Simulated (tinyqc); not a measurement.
Inside a calculation. Model: regular and subregular solution with a miscibility gap. Computed by tinyqc, a small Python program that keeps every step. Command: `OMP_NUM_THREADS=1 python tinyqc.py 3019379 3019380 out.jsonl regsol walk`. One thread of a shared host (Intel(R) Xeon(R) Processor @ 2.30GHz), about 0.02 s of CPU time with the checks. Intermediate numbers are printed to about 7 digits and carried at full precision; extremes and crossings named in words are read from the listed rows.

Per mole of mixing sites: G(x) = x (1 - x) [L0 + L1 (1 - 2x)] + R T [x ln x + (1 - x) ln(1 - x)], x the fraction of B.

Inputs (values chosen for the exercise, modelled on GaP(1-x)As(x)): lattice constant a_A = 5.451 angstrom; lattice constant a_B = 5.653 angstrom; constant K = 49600 kJ angstrom^2.5/mol; asymmetry L1 = 0 kJ/mol; temperature T = 203 K; start value s0 = 0.45.

Source of L0: delta-lattice-parameter rule.

Constants: R = 8.314462618 J/(mol K).

## Interaction parameter

A bonding enthalpy -K a^(-2.5) with a linear in x gives L0 = 4.375 K (a_A - a_B)^2/abar^4.5, abar the mean lattice constant; eta = (a_B - a_A)/abar.

L0 = 3.954940 kJ/mol

eta = 0.03638329

## G, chemical potentials and activities

G' = L0 (1 - 2x) + L1 (1 - 6x + 6x^2) + R T ln[x/(1 - x)]; G'' = -2 L0 - 6 L1 (1 - 2x) + R T/[x (1 - x)]. mu_A = G - x G', mu_B = G + (1 - x) G', activity = exp(mu/(R T)).

G, G'' and activities at x = 0.02, 0.1, 0.2, 0.35, 0.5, 0.65, 0.8, 0.9, 0.98:
```
x     G (kJ/mol)  G'' (kJ/mol)  activity of A  activity of B
0.02  -0.0879571      78.20420      0.9809190      0.1898327
0.10  -0.1927421      10.84385      0.9213378      0.6672492
0.20  -0.2118068       2.63909      0.8786088      0.8960234
0.35  -0.1930348      -0.49082      0.8661123      0.9419347
0.50  -0.1811837      -1.15854      0.8982142      0.8982142
0.65  -0.1930348      -0.49082      0.9419347      0.8661123
0.80  -0.2118068       2.63909      0.8960234      0.8786088
0.90  -0.1927421      10.84385      0.6672492      0.9213378
0.98  -0.0879571      78.20420      0.1898327      0.9809190
```

G'' is negative at 3 of the nine compositions (0.35, 0.5, 0.65), where the solution is unstable.

## Critical point

The spinodal is G'' = 0, R T_s(x) = x (1 - x) [2 L0 + 6 L1 (1 - 2x)]; the critical point is its maximum.

critical composition x_c = 0.5

critical temperature T_c = 237.8350 K

With L1 = 0 this is x_c = 1/2 and T_c = L0/(2 R).

## Spinodal at T

Solve G'' = 0 on each side of x_c.

spinodal x_s1 = 0.3086449

spinodal x_s2 = 0.6913551

Caution: at such a low temperature diffusion in a solid alloy is normally frozen, so this equilibrium would not be reached.

## First Newton step for the common tangent

Common tangent: F1 = G'(x1) - G'(x2) = 0 and F2 = [G - x G'](x1) - [G - x G'](x2) = 0. Newton step: J = [[G''(x1), -G''(x2)], [-x1 G''(x1), x2 G''(x2)]], J dx = -F; a step that would leave 0 < x < 1 is halved until it stays inside. The start is x1 = s0, x2 = 1 - s0.

F (kJ/mol): F1 0.1135896, F2 -0.0567948

J (kJ/mol):
$$\begin{pmatrix}
-1.090341 & 1.090341 \\
0.490654 & -0.599688
\end{pmatrix}$$

new (x1, x2): [0.5020890, 0.4979110]

## Binodal by Newton steps

Stop when the step is below 1e-12, or when x1 and x2 meet within 1e-5; residuals under 1e-7 are shown as 0.

Iteration:
```
step         x1         x2  F1 (kJ/mol)  F2 (kJ/mol)
1     0.4500000  0.5500000    0.1135896  -0.05679481
2     0.5020890  0.4979110   -0.0048403   0.00242013
```

solubility limit x1 = 0.4999999

solubility limit x2 = 0.5000001

x1 and x2 run together: x1 = x2 solves both equations trivially, and a start value inside the spinodal, where G'' < 0, can turn the steps inward.

Reruns converge with start value s0 = 0.02; or with start value s0 = 0.3.
